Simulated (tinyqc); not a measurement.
How many bands a k.p model needs: band 5 from Gamma to K: k.p theory built from an empirical-pseudopotential calculation at Gamma.

Empirical pseudopotential on the fcc lattice, atoms at +/- tau, tau = a (1,1,1)/8, no spin-orbit coupling. H(G,G') = c (2 pi/a)^2 |k + G|^2 delta + VS(q) cos(q.tau) + i VA(q) sin(q.tau), q = G - G', c = hbar^2/2m0; k and G in units of 2 pi/a; VS at |q|^2 = 3, 8, 11 and VA at 3, 4, 11, in rydberg, zero elsewhere. The basis is fixed: all 65 G with |G|^2 up to Gcut. Energies are counted from the fourth level at Gamma.

k.p in the lowest n states at Gamma: H_nm = (E_n + c k^2) delta + 2 c k.<n|G|m>, k in 1/angstrom; with all states of the basis it is exact.

Constants: hbar^2/2m0 = 3.80998211 eV angstrom^2; Ry = 13.60569312 eV.

Inputs chosen for the exercise (near those of GaAs; not measured data): a = 5.625 angstrom (lattice constant); VS = (-0.231, 0.009, 0.06) Ry (symmetric form factors); VA = (0.071, 0.05, 0.011) Ry (antisymmetric form factors); Gcut = 16 (2 pi/a)^2 (largest |G|^2 of the fixed basis).

Band 5 (counted from below) at k = f (0.75, 0.75, 0) 2 pi/a; n ends on whole multiplets.

Energies (eV):

| f | n = 8 | n = 15 | n = 27 | n = 65 (exact) |
|---|---|---|---|---|
| 0.000 | 1.342 | 1.342 | 1.342 | 1.342 |
| 0.125 | 2.056 | 2.043 | 2.041 | 2.041 |
| 0.250 | 2.902 | 2.817 | 2.810 | 2.809 |
| 0.375 | 3.586 | 3.317 | 3.302 | 3.300 |
| 0.500 | 4.287 | 3.582 | 3.562 | 3.556 |
| 0.625 | 5.096 | 3.515 | 3.498 | 3.483 |
| 0.750 | 6.047 | 3.182 | 3.167 | 3.138 |
| 0.875 | 7.153 | 2.782 | 2.765 | 2.718 |
| 1.000 | 8.420 | 2.434 | 2.413 | 2.344 |

With n = 8 the band stays within 0.05 eV of the exact one up to f = 0.125 (error at K: +6.075 eV). With n = 15 the band stays within 0.05 eV of the exact one up to f = 0.750 (error at K: +0.090 eV). With n = 27 the band stays within 0.05 eV of the exact one up to f = 0.875 (error at K: +0.068 eV). A smaller basis can only raise a level. The exact band has its minimum on these points at f = 0.000; n = 8 puts it at f = 0.000.

(tinyqc, `OMP_NUM_THREADS=1 python tinyqc.py 1050836 1050837 out.jsonl`, Intel(R) Xeon(R) Processor @ 2.30GHz, 1 thread, shared host, about 1 s.)
